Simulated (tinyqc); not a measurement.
## In-plane mass from two subband densities

Question. At zero temperature each occupied subband holds N_k = D (EF - E_k), D = md m0 q/(pi hbar^2) per eV. Two subbands are occupied. Find md, EF - E1 and EF - E2.

Constants: q = 1.602176634e-19 C, hbar = 1.054571817e-34 J s, m0 = 9.1093837015e-31 kg. Results are converted to the units shown.

N1, N2 (cm^-2): [1.5213275e12, 5.9e10]
E2 - E1 = 52.8 meV

Answer. N1 - N2 = D (E2 - E1) gives D and so md; each N_k/D is a distance to EF.

md = 0.0663 m0
EF - E1 = 54.9 meV
EF - E2 = 2.13 meV

Program tinyqc, `OMP_NUM_THREADS=1 python tinyqc.py 2140054 2140055 out.jsonl`; Intel Xeon 2.30GHz, shared host, one thread, about 0.2 s.
